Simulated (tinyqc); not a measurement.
On-chip interconnect, size-dependent resistivity and RC delay: one step of the calculation.

A rectangular line between two neighbours and two ground planes. Surface and grain-boundary scattering are added to the bulk resistivity as corrections; capacitances are parallel-plate values without fringing; inductance is ignored.

Question. Ladder and Elmore delays. 6 equal pi sections: series Rs = r Lw/6; node capacitances c Lw/6, halved at nodes 0 and 6, with Cl added to node 6; Rd feeds node 0. Elmore delay of node k: the sum, over the resistors on the path to k, of resistance times all capacitance downstream of it.

Inputs (values chosen for the exercise); metal values close to those of copper: line length Lw = 240 um; driver resistance Rd = 17000 ohm; load capacitance Cl = 1.5 fF.

r = 2.9772232 ohm/um
c = 0.14169920 fF/um

Give: Rs; C; Elmore delay.

Answer.

Rs = 119.09 ohm

```
node  C (fF)  Elmore delay (ps)
0     2.8340             603.63
1     5.6680             607.52
2     5.6680             610.74
3     5.6680             613.28
4     5.6680             615.15
5     5.6680             616.34
6     4.3340             616.85
```

The far-end value equals Rd (c Lw + Cl) + r Lw (c Lw/2 + Cl) for any number of pi sections; the line resistance contributes 2.14 % of it.

Computed by the program tinyqc: `OMP_NUM_THREADS=1 python tinyqc.py 2100020 2100021 out.jsonl`, one thread of a shared Intel Xeon 2.30GHz, about 0.01 s for the whole run.
